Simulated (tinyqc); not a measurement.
# Surface potential of a MOS transistor: implicit equation and explicit approximations: effect of the acceptor density at fixed gate voltage

p-type body, charge-sheet picture, depletion and inversion only, full ionisation (an idealisation for deep acceptors), Boltzmann statistics (rough once Na exp(x - xn) passes about Nc/7). In units of Vt: xg = (Vg - Vfb)/Vt, x = psi/Vt, G = gamma/sqrt(Vt), xn = (2 phiF + Vc)/Vt. The implicit equation is (xg - x)^2 = G^2 [x - 1 + exp(x - xn)] for x above about 3. Cox = eps0 eox/tox.

ni = sqrt(Nc Nv) exp(-Eg/(2 Vt)), Eg in volts; phiF = Vt ln(Na/ni); gamma = sqrt(2 q eps0 eps_r Na)/Cox; VT = Vfb + Vt (xn + G sqrt(xn - 1)). Depletion value a = 1 + [sqrt(G^2/4 + xg - 1) - G/2]^2; inversion value b = xn + ln[(xg - xn)^2/G^2 - xn + 1] and first guess y = min(a, b) - ln(1 + exp(-|a - b|)) if a > xn + 1, else b = y = a; one second-order correction with D = exp(y - xn), p = 2 (xg - y) + G^2 (1 + D), w = (xg - y)^2 - G^2 (y - 1 + D): z = y + 2 w/(p + sqrt(p^2 - 2 (2 - G^2 D) w)), or the Newton step z = y + w/p where the root is not real. N_inv = (Cox Vt G/q) [sqrt(x - 1 + exp(x - xn)) - sqrt(x - 1)] at the root. Lambert form (Cox m Vt/q) W0[(G/(2 m sqrt(xn - 1))) exp((Vg - VT)/(m Vt))], m = 1 + G/(2 sqrt(xn - 1)). Errors under 1e-4 mV, and the linear form below VT, are printed as 0. Vfb is held fixed.

Parameters, values chosen for the exercise; band and dielectric values those of a made-up semiconductor:
```
symbol    value   unit                                                                 meaning
T           250      K                                                             temperature
Eg         1.23     eV                                                                band gap
eps_r      14.1                                                          relative permittivity
Nc      1.61e19  cm^-3                                  conduction-band density of states at T
Nv      2.58e19  cm^-3                                     valence-band density of states at T
eox         3.9         relative permittivity of the gate insulator (close to silicon dioxide)
tox         1.3     nm                                                     insulator thickness
Vfb       -0.74      V                                                       flat-band voltage
Vc            0      V                                                    channel-body voltage
Vg          0.9      V                                                       gate-body voltage
```

Constants: q = 1.602176634e-19 C, kB = 1.380649e-23 J/K, Vt = kB T/q, eps0 = 8.8541878128e-14 F/cm where lengths are in cm. Results are converted to the units shown.

Effect of the acceptor density at fixed gate voltage:
```
Na (cm^-3),psi (V),x - xn,error of y (mV),error of z (mV),N_inv (cm^-2),Cox (Vg - VT)/q (cm^-2),Lambert form (cm^-2)
2.7e15,1.0913,11.421,16.0,4.52,8.8843e12,1.2990e13,9.9976e12
5.8e15,1.1066,10.600,15.4,-5.61,8.5306e12,1.2351e13,9.4997e12
1.3e16,1.1226,9.7296,14.7,-3.46,8.1057e12,1.1628e13,8.9251e12
2.8e16,1.1378,8.8988,14.0,-2.52,7.6287e12,1.0870e13,8.3093e12
6.1e16,1.1530,8.0489,13.3,-1.89,7.0368e12,9.9944e12,7.5809e12
1.3e17,1.1675,7.2098,12.7,-1.48,6.3094e12,8.9915e12,6.7266e12
2.9e17,1.1822,6.2873,12.2,-1.21,5.2991e12,7.6826e12,5.5899e12
6.4e17,1.1949,5.2930,12.2,-1.19,3.9582e12,6.0191e12,4.1347e12
```

As Na goes from 2.7e15 to 6.4e17, psi rises from 1.09 to 1.19 V, x - xn falls from 11.4 to 5.29 and N_inv falls from 8.88e12 to 3.96e12 cm^-2. The Lambert form lies between 1.04 and 1.13 times N_inv. In every row the electron quasi-Fermi level lies less than 2 Vt below the band edge at the surface, or above it, where degeneracy and confinement, left out, matter.

Computed by the program tinyqc: `OMP_NUM_THREADS=1 python tinyqc.py 2122171 2122172 out.jsonl`, one thread of a shared Intel Xeon 2.30GHz, about 0.01 s for the whole run.
